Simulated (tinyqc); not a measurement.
Comparisons within one model: donor level screened by free carriers (Yukawa potential). A value that a table varies takes the place of the one given here.

Potential -(q/(eps r)) exp(-ks r), q = e^2/(4 pi eps0). In units Ry* = Ry m/eps^2 and a* = a0 eps/m the problem is [-Laplacian - 2 exp(-x r)/r] psi = E psi with x = ks a*.

Converged values use 18 functions exp(-z r), z = 1.55^i, i = -11 to 6: S = 2/A^3, H = z_i z_j S - 2/(A + x)^2, A = z_i + z_j.

Screening wave number: Debye ks^2 = 4 pi q n/(eps kB T); Thomas-Fermi ks^2 = 6 pi q n/(eps EF) with EF = c (3 pi^2 n/gv)^(2/3)/m, c = hbar^2/2m0; the two are joined by 1/ks^2 = sqrt(1/ks_D^4 + 1/ks_TF^4). 1e18/cm^3 = 1e-6/angstrom^3, q = e^2/(4 pi eps0).

Constants: e^2/(4 pi eps0) = 14.39964547 eV angstrom; kB = 8.617333262e-05 eV/K; hbar^2/2m0 = 3.80998211 eV angstrom^2; Ry = 13.60569312 eV; a0 (Bohr radius) = 0.5291772105 angstrom.

Values chosen for the exercise (near those of a donor in GaN, with one mean mass; not measured data): xs = (0.04, 0.12, 0.25, 0.47, 0.71, 0.92, 1.12) (values of x); m = 0.197 m0 (mass); eps = 9.3 (dielectric constant); gv = 1 (valleys); T = 77 K (temperature); nl = (0.0081, 0.027, 0.081, 0.27, 0.81, 2.7, 8.1) x 1e18/cm^3 (densities); n = 0.27 x 1e18/cm^3 (free-carrier density).

## Towards the loss of the bound state

First order (-1 + 2x), one-parameter (minimum of z^2 - 8 z^3/(2z + x)^2) and converged 1s energies in Ry*, and the mean radius in a*; a dash marks an unbound result.

Results:
```
x     first order  trial function  converged    <r>
0.04      -0.9200         -0.9223    -0.9223   1.50
0.12      -0.7600         -0.7801    -0.7801   1.52
0.25      -0.5000         -0.5815    -0.5818   1.58
0.47      -0.0600         -0.3219    -0.3246   1.77
0.71            -         -0.1286    -0.1376   2.23
0.92            -         -0.0245    -0.0420   3.32
1.12            -               -    -0.0028  10.39
```

First order loses the state at x = 0.5, the trial function reaches zero energy at x = 1.00, and the exact limit is 1.19. The radius starts at 1.5 a*, grows slowly at first (1.58 at x = 0.25), then steadily, and swells towards the end (10.4 at 1.12), where a single exponential fails: the binding vanishes as the square of the distance from 1.19.

## Binding against carrier density

Ry* = 30.9900 meV
a* = 24.981 angstrom

x from the joined ks; converged 1s binding (dash: x above 1.17, at or past the limit 1.19 where the state unbinds).

Results:
```
n (1e18/cm^3)  EF/kB T  1/ks (angstrom)      x  binding (meV)  n^(1/3) a*
0.0081            0.11            205.5  0.122          24.09       0.050
0.027             0.25            113.2  0.221          19.31       0.075
0.081             0.52             66.8  0.374          13.19       0.108
0.27              1.17             40.0  0.625           6.01       0.161
0.81              2.42             28.3  0.883           1.69       0.233
2.7               5.41             21.7  1.149           0.03       0.348
8.1              11.25             17.8  1.400              -       0.502
```

The binding falls from 24.1 to 0.0 meV (bare value 31.0); it passes half the bare value between 0.027 and 0.081 x 1e18/cm^3. The level is unbound, or bound by less than 0.001 Ry*, from 8.1 x 1e18/cm^3 on; as the density rises, it is lost by the time n^(1/3) a* reaches 0.50. x grows with exponent 0.50 in n at the start and 0.18 at the end (1/2 for Debye, 1/6 for Thomas-Fermi screening). The level survives to n^(1/3) a* = 0.35, past the 0.26 of the Mott rule, which corresponds to x = 1 for one valley with degenerate screening; here the level lasts until x = 1.19, the screening is at most the degenerate value, and overlap of donors is left out.

## What each parameter does

Ry* = Ry m/eps^2, a* = a0 eps/m, x = ks a* with the joined ks; converged binding. Each row changes one parameter from the base and keeps the others.

Results:
```
case                   1/ks (angstrom)      x  binding in Ry*  binding (meV)
base                              40.0  0.625           0.194           6.01
n = 0.135 x 1e18/cm^3             53.0  0.471           0.324          10.03
T = 137 K                         49.5  0.504           0.292           9.05
m = 0.221 m0                      39.2  0.568           0.237           8.25
eps = 8.6                         38.5  0.601           0.212           7.67
gv = 2                            37.5  0.666           0.165           5.12
```

The largest shifts from the base row, up to three for each result and ties (the steps differ in size, so this ranks the rows, not the parameters). 1/ks (angstrom): n +13.0, T +9.5, gv -2.5. x: n -0.154, T -0.120, m -0.057. binding in Ry*: n +0.130, T +0.098, m +0.043. binding (meV): n +4.02, T +3.04, m +2.24.

Program tinyqc; command `OMP_NUM_THREADS=1 python tinyqc.py 1281808 1281809 out.jsonl`; about 0.01 s on one thread of a shared Intel(R) Xeon(R) Processor @ 2.30GHz.
